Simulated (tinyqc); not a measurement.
On-chip interconnect, size-dependent resistivity and RC delay: two steps of the calculation.

A rectangular line between two neighbours and two ground planes. Surface and grain-boundary scattering are added to the bulk resistivity as corrections; capacitances are parallel-plate values without fringing; inductance is ignored.

Values chosen for this exercise; metal values close to those of copper: bulk resistivity rho0 = 1.69 uohm cm; bulk mean free path lam = 39.3 nm; specular share of surface scattering ps = 0.2; reflection coefficient of grain boundaries Rg = 0.47; grain size over the metal width gr = 0.7; drawn line width wd = 10 nm; aspect ratio, height over width AR = 1.7; liner on both walls and the bottom, not conducting tl = 1.3 nm; space to the neighbouring lines sp = 15 nm; dielectric height to the planes above and below hd = 18 nm; relative permittivity of the dielectric ek = 3.9; Miller factor of the neighbours Mf = 0; line length Lw = 6.1 um; driver resistance Rd = 1300 ohm; load capacitance Cl = 1.6 fF.

Constants: eps0 = 8.8541878128e-12 F/m. Results are converted to the units shown.

Question 1. Resistivity, resistance and capacitance per length. Metal width x = wd - 2 tl, height y = AR wd - tl; grain boundaries (Mayadas-Shatzkes): al = (lam/(gr x)) Rg/(1 - Rg), g = 1/[1 - 3 al/2 + 3 al^2 - 3 al^3 ln(1 + 1/al)] - 1; surfaces (Fuchs-Sondheimer, thick limit): s = (3/8) lam (1 - ps)(1/x + 1/y); rho = rho0 (1 + g + s); r = rho/(x y); c = eps0 ek (2 wd/hd + 2 Mf AR wd/sp).

Find: x; y; al; g; s; rho; r; c.

Answer 1.

x = 7.4000 nm
y = 15.700 nm
al = 6.7280
g = 9.0325
s = 2.3442
rho = 20.917 uohm cm
r = 1800.4 ohm/um
c = 0.038368 fF/um

Question 2. Ladder and Elmore delays. 7 equal pi sections: series Rs = r Lw/7; node capacitances c Lw/7, halved at nodes 0 and 7, with Cl added to node 7; Rd feeds node 0. Elmore delay of node k: the sum, over the resistors on the path to k, of resistance times all capacitance downstream of it.

r = 1800.3591 ohm/um
c = 0.038368147 fF/um

Wanted: Rs; C; Elmore delay.

Answer 2.

Rs = 1569 ohm
C, node 0 to 7 (fF): [0.01672, 0.03344, 0.03344, 0.03344, 0.03344, 0.03344, 0.03344, 1.617]
Elmore delay, node 0 to 7 (ps): [2.384, 5.235, 8.034, 10.78, 13.47, 16.12, 18.70, 21.24]

The far-end value equals Rd (c Lw + Cl) + r Lw (c Lw/2 + Cl) for any number of pi sections; the line resistance contributes 88.8 % of it.

Range of the model: The metal width is under the mean free path, where the thick-limit surface term and the simple sum of corrections lose accuracy.

Computed by the program tinyqc: `OMP_NUM_THREADS=1 python tinyqc.py 2100120 2100121 out.jsonl`, one thread of a shared Intel Xeon 2.30GHz, about 0.01 s for the whole run.
